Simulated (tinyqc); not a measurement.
Harmonic transition-state theory with quantum, tunnelling and friction corrections: one step, computed by the program tinyqc.

One atom hops between equivalent sites; three modes at the minimum and two real modes at the saddle are treated as harmonic, the rest of the crystal as unchanged; melting is ignored, so hot rows may lie above the melting point.

Task: Classical rate and diffusivity. Vineyard: nu* = product of minimum frequencies / product of real saddle frequencies; k_cl = nu* exp(-E_b/(k_B T)). Activation entropy S = k_B ln(nu* h/(k_B T)); for uncorrelated jumps D = z k d^2/6 and D0 = z nu* d^2/6; 1 angstrom^2 = 1e-16 cm^2.

Inputs (values chosen for the exercise, modelled on interstitial hydrogen in silicon):
```
quantity                     value      unit
barrier E_b                  0.486        eV
temperature T                  421         K
jump length d                 1.92  angstrom
number of jump directions z      6         -
```

Lattice of sites: three-dimensional.

frequencies at the minimum (THz): 53.2  56.8  57

real frequencies at the saddle (THz): 38.7  46.2

Constants: k_B = 8.617333262e-05 eV/K; h x 1 THz = 4.135667696 meV.

Give: prefactor nu*; classical rate k_cl; activation entropy in the Eyring form; classical diffusivity D; prefactor D0.

Result:

prefactor nu* = 96.33 THz

classical rate k_cl = 1.465e+08 1/s

activation entropy in the Eyring form = 2.396 k_B

classical diffusivity D = 5.401e-08 cm^2/s

prefactor D0 = 0.03551 cm^2/s

Caution: h nu exceeds k_B T, so zero-point and tunnelling corrections to the classical rate matter.
